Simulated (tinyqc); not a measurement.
Deformation potential from the mobility gain.

Question. Tension X along [100] raises the x valleys by D = Xu (s11 - s12) X against the y and z valleys. Their share is f = w/(w + 2), w = exp(-D/Vt), and for current along [100] mu/mu0 = [f/ml + (1 - f)/mt]/[(1/ml + 2/mt)/3]. Find f, D and Xu.

Values chosen for this exercise; values close to those of silicon: temperature T = 250 K; compliance s11 = 7.6 1/TPa; compliance s12 = -2.14 1/TPa; longitudinal mass ml = 0.906 m0; transverse mass mt = 0.189 m0.

Constants: q = 1.602176634e-19 C, kB = 1.380649e-23 J/K, Vt = kB T/q. Results are converted to the units shown.

mu/mu0 = 1.35023678
X = 990 MPa

Answer. The gain is linear in f; w = 2 f/(1 - f).

f = 0.007520
D = 90.25 meV
Xu = 9.360 eV

Program tinyqc, `OMP_NUM_THREADS=1 python tinyqc.py 2530081 2530082 out.jsonl`; Intel Xeon 2.30GHz, shared host, one thread, about 0.01 s.
